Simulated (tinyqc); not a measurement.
Read current of a NAND string, cells in series solved by shooting: one step of the calculation.

Cells in series, numbered from 0 at the source line (0 V) to the bit line, each followed by a gap resistance Rg. A cell with gate Vg, threshold VT, source Vs and drain Vd passes I = 2 nf K Vt^2 [F(Vs) - F(Vd)]/(1 + th max(Vg - VT, 0)), F(V) = ln^2(1 + exp((Vg - VT - nf V)/(2 nf Vt))). The selected cell has Vg = Vr, the others Vg = Vp.

Question. Node voltages for a trial current. For a trial current I start at 0 V and, cell by cell (the selected one is cell 2), solve for the drain: sqrt(F(Vd)) = sqrt(F(Vs) - I/k), k = 2 nf K Vt^2/(1 + th max(Vg - VT, 0)), Vd = [Vg - VT - 2 nf Vt ln(exp(sqrt F) - 1)]/nf, then add I Rg.

Parameters, values chosen for the exercise; values of the order met in vertical NAND strings: temperature T = 300 K; gain factor of a cell K = 4.7 uA/V^2; slope factor nf = 1.3; mobility reduction factor th = 0.03 1/V; resistance of the gap between cells Rg = 2 kohm; bit-line voltage Vbl = 0.5 V; pass voltage Vp = 7.3 V; read voltage on the selected word line Vr = 3.01 V.

Constants: q = 1.602176634e-19 C, kB = 1.380649e-23 J/K, Vt = kB T/q. Results are converted to the units shown.

second trial current = 0.95 uA
thresholds from the source end, cell 0 to 3 (V): [-2.4, 3.7, 2, -2.4]

Give: node voltage after each cell and gap, trial 2.

Answer.

node voltage after each cell and gap, trial 2, cell 0 to 3 (V): [0.02885, 0.09435, 0.3974, 0.4278]

Numbers from tinyqc (`OMP_NUM_THREADS=1 python tinyqc.py 2142244 2142245 out.jsonl`; about 0.4 s on one thread of a shared Intel Xeon 2.30GHz).
